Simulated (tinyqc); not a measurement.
UKS/exchange-only LDA in the 6-311g basis, for H2-, spin multiplicity 2, step by step. The basis has no diffuse functions, so it cannot describe the extra electron: this is an exercise in the method, not the real anion. One step of it, computed by the program tinyqc.

Task: Iteration 2: DIIS coefficients. Solve [B -1; -1 0][c; lambda] = [0; -1] for the coefficients, which sum to one.

B (overlaps of the stored error matrices):
$$\begin{pmatrix}
2.1198107e-01 & -1.1369450e-01 \\
-1.1369450e-01 & 6.6739590e-02
\end{pmatrix}$$

Give: DIIS coefficients.

Result:

DIIS coefficients: [0.357, 0.643]
